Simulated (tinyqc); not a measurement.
Thin-film optics by transfer matrices, step by step. Values are carried at full precision from step to step, so a last printed digit may differ when a step is redone from the rounded ones.

Indices N = n + i k. Snell: N0 sin(theta) = N_j sin(theta_j), with Im(N_j cos theta_j) >= 0. Admittance y_j = N_j cos theta_j for s and N_j/cos theta_j for p. Phase delta_j = 2 pi N_j cos theta_j d_j/lambda. Layer matrix [[cos delta, -i sin delta/y], [-i y sin delta, cos delta]], multiplied from the top down to M. (B, C) = M (1, y_sub); r = (y0 B - C)/(y0 B + C), R = |r|^2, T = 4 Re y0 Re y_sub/|y0 B + C|^2, absorbed in the films 1 - R - T.

Parameters, chosen for this exercise (indices near those of resist, ARC, SiO2 on Si; not measured data): lam = 633 nm (vacuum wavelength); n0 = 1 (ambient index); n = (1.599, 1.622, 1.442, 3.943) (n of resist, ARC, SiO2, substrate); k = (0, 0.02, 0, 0.02) (k in the same order); d = (109, 24.1, 9.8) nm (thicknesses, top first); theta = 75 degrees (angle of incidence); pol = p (polarisation).

## Angles, admittances and phases

Form cos theta_j, y_j and delta_j.

cos theta_j: ambient 0.2588, film 1 0.7969, film 2 0.8035+0.0054i, film 3 0.7425, substrate 0.9695+0.0003i

y_j: ambient 3.8637, film 1 2.0065, film 2 2.0188+0.0112i, film 3 1.9421, substrate 4.0669+0.0193i

delta_j (rad): film 1 1.3787, film 2 0.3117+0.0060i, film 3 0.1042

## Layer matrices and their product

Form each matrix and multiply from the top down.

matrix of film 1:
$$\begin{pmatrix}
0.1909 & -0.4892i \\
-1.9696i & 0.1909
\end{pmatrix}$$

matrix of film 2:
$$\begin{pmatrix}
0.9518-0.0018i & 0.0020-0.1519i \\
0.0149-0.6191i & 0.9518-0.0018i
\end{pmatrix}$$

matrix of film 3:
$$\begin{pmatrix}
0.9946 & -0.0535i \\
-0.2019i & 0.9946
\end{pmatrix}$$

M:
$$\begin{pmatrix}
-0.2204-0.0075i & -0.0009-0.4855i \\
-0.0016-1.9584i & -0.2236-0.0042i
\end{pmatrix}$$

Each matrix has determinant 1, and so has M.

## Reflection and transmission

Close the stack on the substrate.

B, C: [-0.2148-1.9820i, -0.9107-1.9796i]

r = 0.5691+0.1112i
R = 0.3362
T into the substrate = 0.6554
absorbed in the films = 0.0084

The bare substrate would reflect 0.0007.

## Ellipsometric angles

Ellipsometry: rho = tan(Psi) exp(i Delta) = -conj(r_p/r_s) with the r of the admittance formula, Delta in 0 to 360 degrees, so that a bare dielectric at small angles gives Delta = 180.

Repeat the steps for both polarisations.

r_s = -0.3643+0.2478i
r_p = 0.5691+0.1112i
Psi = 52.77 degrees
Delta = 314.72 degrees

## Checks

- R against the recursion of Airy sums from the substrate up: both 0.33624.

Run: tinyqc, `OMP_NUM_THREADS=1 python tinyqc.py 1682226 1682227 out.jsonl`; Intel(R) Xeon(R) Processor @ 2.30GHz, one thread, shared host; about 0.01 s of CPU time with all checks.
